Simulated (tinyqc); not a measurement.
Worked calculation: donors with valley-orbit split 1s states. Values are carried at full precision from step to step, so a last printed digit may differ when a step is redone from the rounded ones.

Each donor binds at most one electron, in any of its states. For a site s, W_s = sum over its states of g exp(E/kT), and the ionised share is 1/(1 + W_s exp(eta)), eta = (EF - Ec)/kT; n = Nc F_1/2(eta); neutrality n + NA = ND x (mean ionised share); holes are neglected. Nc from N = 2 (m kB T/(4 pi c))^(3/2) with c = hbar^2/2m0, in 1/angstrom^3; times 1e24 for 1/cm^3, m = md. F_j(eta) = (1/Gamma(j + 1)) integral_0^infinity x^j dx/(1 + exp(x - eta)), which tends to exp(eta) for eta << 0.

Constants: hbar^2/2m0 = 3.80998211 eV angstrom^2; kB = 8.617333262e-05 eV/K.

Parameters, chosen for this exercise (near those of P in Si; the results hold for these values, not for the real material):
```
symbol  value               unit        meaning
md      1.062               m0          density-of-states mass of the conduction band
E       (44.4, 32.2, 31.6)  meV         binding energies of 1s(A1), 1s(T2), 1s(E)
g       (2, 6, 4)                       their degeneracies with spin
T       200                 K
ND      9.1e+15             1/cm^3      donors
NA      0                   1/cm^3      compensating acceptors, all ionised
mu0     69                  cm^2/(V s)  mobility at heavy doping
mu1     1400                cm^2/(V s)  mobility at light doping and 300 K
Nr      1.1e+17             1/cm^3      reference doping
de      0.72                            doping exponent
ga      2.3                             temperature exponent
```

## Partition sums of the neutral donor

Give each term g exp(E/kT), W_s, and the effective degeneracy W_s exp(-E_ground/kT).

Nc = 1.4949e+19 1/cm^3

terms: 1s(A1) 26.29, 1s(T2) 38.86, 1s(E) 25.02

W_s: donor 90.182

effective degeneracy: donor 6.859

The ground state alone would give 2 and all states together 12; here the excited states hold 71 % of the bound electrons.

## Neutrality

Solve for eta.

eta = -7.455
n = 8.65e+15 1/cm^3

ionised share: donor 0.950

n is 0.950 of ND - NA.

## Mobility and resistivity

Mobility (Caughey-Thomas form): mu = mu0 + (mu1 (T/300)^(-ga) - mu0)/(1 + ((ND + NA)/Nr)^de); rho = 1/(e n mu), e = 1.602176634e-19 C.

Compare with full ionisation, n = ND - NA.

mu = 3060.2 cm^2/(V s)
rho = 0.236 ohm cm
rho at full ionisation = 0.224 ohm cm

Incomplete ionisation raises rho by a factor 1.05.

## Checks

- n at ND = 1e13 1/cm^3 against the root of n^2 = (Nc/W)(ND - n) (1/cm^3): both 9.999e+12.

tinyqc: `OMP_NUM_THREADS=1 python tinyqc.py 1681177 1681178 out.jsonl`; about 0.01 s, one thread, shared Intel(R) Xeon(R) Processor @ 2.30GHz.
